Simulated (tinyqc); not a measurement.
Metal-interlayer-semiconductor contact, depinning against tunnelling resistance: two steps of the calculation.

Zero bias, n-type semiconductor. Gap states at the semiconductor surface thin out as exp(-be ti), which unpins the barrier; electrons must then cross the interlayer (a rectangular barrier, no voltage drop across it) and the parabolic depleted layer, both by WKB. Energies E are counted from the Fermi level; no image force, parabolic bands.

Values chosen for this exercise; semiconductor values close to those of gallium arsenide; interlayer mass of the order of that in aluminium oxide, offset chosen freely:
- T = 300 K (temperature)
- Eg = 1.37 eV (band gap)
- eps_r = 13.3 (relative permittivity)
- chi = 3.97 eV (electron affinity)
- Nc = 4.4e17 cm^-3 (conduction-band density of states at T)
- mt = 0.0696 m0 (tunnelling mass in the semiconductor)
- mA = 0.066 m0 (Richardson mass)
- Nd = 1.5e18 cm^-3 (donor density)
- E0 = 0.5 eV (charge-neutrality level above the valence band)
- S0 = 0.1 (pinning factor without interlayer)
- phiM = 4.09 eV (metal work function)
- ti = 1.7 nm (interlayer thickness)
- dE = 2.44 eV (conduction-band offset of the interlayer above the semiconductor)
- mi = 0.35 m0 (tunnelling mass in the interlayer)
- be = 5.2 1/nm (decay constant of gap states through the interlayer)

Constants: q = 1.602176634e-19 C, kB = 1.380649e-23 J/K, eps0 = 8.8541878128e-12 F/m, hbar = 1.054571817e-34 J s, h = 6.62607015e-34 J s, m0 = 9.1093837015e-31 kg, Vt = kB T/q, hbar^2/(2 m0) = 0.0380998212 eV nm^2. Results are converted to the units shown.

Problem 1. Pinning, barrier and scales. S = 1/(1 + (1/S0 - 1) exp(-be ti)); phiB = S (phiM - chi) + (1 - S)(Eg - E0); xi = Ec - EF deep inside, from Nd = Nc F(-xi/Vt), F(x) = (2/sqrt(pi)) int_0^infinity sqrt(u) du/(1 + exp(u - x)); band bending U = phiB - xi; E00 = (hbar/2) sqrt(Nd/(eps0 eps_r mt m0)) in volts; A = 4 pi q mA m0 kB^2/h^3.

Wanted: S; phiB; xi; U; E00; A.

Solution 1.

S = 0.99870
phiB = 0.12098 eV
xi = -0.061516 eV
U = 0.18249 eV
E00 = 0.023634 eV
A = 7.9314 A/(cm^2 K^2)

Problem 2. Exponents and integrand on an energy grid. With U = phiB - xi: for xi < E < phiB, y = (E - xi)/U and G1 = (U/E00) [sqrt(1 - y) - y ln((1 + sqrt(1 - y))/sqrt(y))], G1 = 0 above phiB; G2 = 2 ti sqrt(mi max(phiB + dE - E, 0)/C), C = hbar^2/(2 m0); f = 1/(1 + exp(E/Vt)); integrand exp(-G1 - G2) f.

E, point 0 to 12 (eV): -0.06  -0.03333  -0.00667  0.02  0.04667  0.07333  0.1  0.12667  0.15333  0.18  0.20667  0.23333  0.26
phiB = 0.12097628 eV
xi = -0.061515824 eV
E00 = 0.023634286 eV

Wanted: G1; G2; f; integrand.

Solution 2.

```
point      G1      G2          f  integrand (1e-9)
0      7.4914  16.683    0.91059            0.0289
1      5.2087  16.598    0.78402            0.2653
2      3.6525  16.513    0.56415            0.9857
3      2.4358  16.427    0.31569            2.0293
4      1.4713  16.340    0.14121            2.5966
5      0.7273  16.253   0.055382            2.3373
6      0.2055  16.166   0.020469            1.5886
7      0.0000  16.078  0.0073929            0.7693
8      0.0000  15.990  0.0026486            0.3011
9      0.0000  15.901  9.4563e-4            0.1175
10     0.0000  15.812  3.3725e-4            0.0458
11     0.0000  15.722  1.2028e-4            0.0179
12     0.0000  15.632  4.2872e-5            0.0070
```

Range of the model: The depletion charge would drop about 0.069 V across such an interlayer (eps_r near 9) at ti = 1.7 nm and Nd = 1.5e18 cm^-3, against a band bending of 0.18 V; this model leaves that drop out.

tinyqc, about 0.03 s, one thread, Intel Xeon 2.30GHz (shared host): `OMP_NUM_THREADS=1 python tinyqc.py 2270067 2270068 out.jsonl`
